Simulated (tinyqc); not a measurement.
Zero-field barrier from two thresholds.

Question. The photoemission threshold over an interface barrier is Phi = P0 - sqrt(q F/(4 pi eps0 ei)). Find P0 and ei.

Constants: q = 1.602176634e-19 C, eps0 = 8.8541878128e-14 F/cm where lengths are in cm. Results are converted to the units shown.

thresholds at F = 0.5 and 4.2 MV/cm (eV): [2.7934552, 2.4583246]

Solution. Phi is linear in sqrt(F): the intercept is P0 and the slope gives ei.

P0 = 2.97 eV
ei = 2.31

Program tinyqc, `OMP_NUM_THREADS=1 python tinyqc.py 2410027 2410028 out.jsonl`; Intel Xeon 2.30GHz, shared host, one thread, about 0.01 s.
